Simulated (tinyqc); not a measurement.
# Oxidation of curved silicon (wires and holes): cylindrical Deal-Grove kinetics with stress-retarded reaction, step by step

A worked calculation. Computed by tinyqc, a small Python program that keeps every step. Command: `OMP_NUM_THREADS=1 python tinyqc.py 3000908 3000909 out.jsonl wireox walk`. One thread of a shared host (Intel(R) Xeon(R) Processor @ 2.30GHz), about 0.01 s of CPU time with the checks. Intermediate numbers are printed to about 6 digits and carried at full precision; extremes and crossings named in words are read from the listed rows.

Silicon fills r < a and oxide a < r < b. One volume of silicon gives 2.25 volumes of oxide, and the length is fixed.

Inputs (values chosen for the exercise, close to those used for silicon in dry oxygen): prefactor B0 = 732 um^2/h; activation energy E_B = 1.23 eV; prefactor (B/A)0 = 4.58e+06 um/h; activation energy E_A = 1.99 eV; starting silicon radius a0 = 15 nm; starting oxide x_i = 2 nm; viscosity prefactor eta0 = 3.4e-09 Pa s; viscosity energy E_eta = 5.51 eV; critical shear stress s_c = 92 MPa; activation volume V_k = 11 angstrom^3; temperature T = 850 C; time t = 4.9 h.

Shape: wire (convex).

Constants: k_B = 8.617333262e-05 eV/K.

## Planar constants and viscosity

B = B0 exp(-E_B/(k_B T)), B/A = (B/A)0 exp(-E_A/(k_B T)), eta = eta0 exp(E_eta/(k_B T)); 1 um = 1000 nm. Temperatures in kelvin are T(C) + 273.15.

B = 2214.51 nm^2/h

B/A = 5.38733 nm/h

low-stress viscosity eta = 1.80240e+16 Pa s

k_B T = 0.0967856 eV

## Rate at the start

Geometry: b^2 = b0^2 + 1.25 (a0^2 - a^2), b0 = a0 + x_i. Rate of oxide made per interface area: q = 1/[1/k + 2 a |ln(b/a)|/B], and |da/dt| = q/2.25. Reaction k = (B/A) exp(-sigma V_k/(k_B T)). New oxide pushes the old with radial speed u = 1.25 |da/dt| at r = a; the shear stress at radius r is s_c asinh(z a^2/r^2), z = 2 eta u/(a s_c) (Eyring flow), and the compressive normal stress at the interface is sigma = |int_a^b 2 s/r dr| = s_c |F(z) - F(z a^2/b^2)|, F(y) = int_0^y asinh(w)/w dw. q and sigma are solved together. 1 MPa angstrom^3 = 6.241509e-6 eV.

oxide radius b0 = 17 nm

rate q without stress = 5.33857 nm/h

normal stress sigma = 238.974 MPa

factor on the reaction = 0.844069

rate q with stress = 4.51249 nm/h

## State after time t

Integrate da/dt adaptively (tolerance 1e-8); a wire counts as consumed at a = 0.5 nm and a hole as closed at b = 0.5 nm. Planar reference: x^2 + A x = B t + x_i^2 + A x_i, A = B/(B/A).

silicon radius a = 9.01315 nm

oxide thickness = 12.6364 nm

normal stress at time t = 1490.13 MPa

planar thickness = 26.6764 nm

ratio to the planar thickness = 0.473692

Stress now cuts the reaction constant to 35 % of its planar value. Caution: planar dry oxides this thin grow faster than Deal-Grove predicts. Caution: the oxide is taken as a purely viscous fluid in steady flow; elasticity, stress-dependent diffusion and thin-oxide enhancement are left out.

## Geometry alone against geometry with stress

A dash marks a stress-free run that has consumed the wire or closed the hole.

Oxide thickness (nm):
```
t (h)   planar  curved, no stress  curved, with stress   a (nm)  sigma (MPa)
0.147   2.7828             2.7238               2.5984  14.7127       308.45
0.490   4.5981             4.3428               3.8513  14.0928       451.97
0.980   7.1644             6.5090               5.3788  13.3034       624.91
1.960  12.2064            10.4274               7.8218  11.9619       902.32
3.430  19.5577            15.5204              10.5612  10.3362      1225.77
4.900  26.6764            19.8944              12.6364   9.0131      1490.13
7.350  38.0791                  -              15.2133   7.2492      1861.27
9.800  48.9714                  -              17.0971   5.8649      2183.81
```

At 4.9 h the thickness is 0.746 of the planar value from geometry alone and 0.474 with stress. On a wire the new oxide spreads over a larger circumference, which thins it, while the oxidant converges on a smaller interface. Stress and geometry both count. Caution: rows with a normal stress above about 1.5 GPa lie beyond the range of a viscous flow law. Caution: elasticity of the oxide, stress-dependent diffusion and thin-oxide enhancement are left out.

Checks made by the program: large-radius limit against the planar law (relative difference 8e-08).
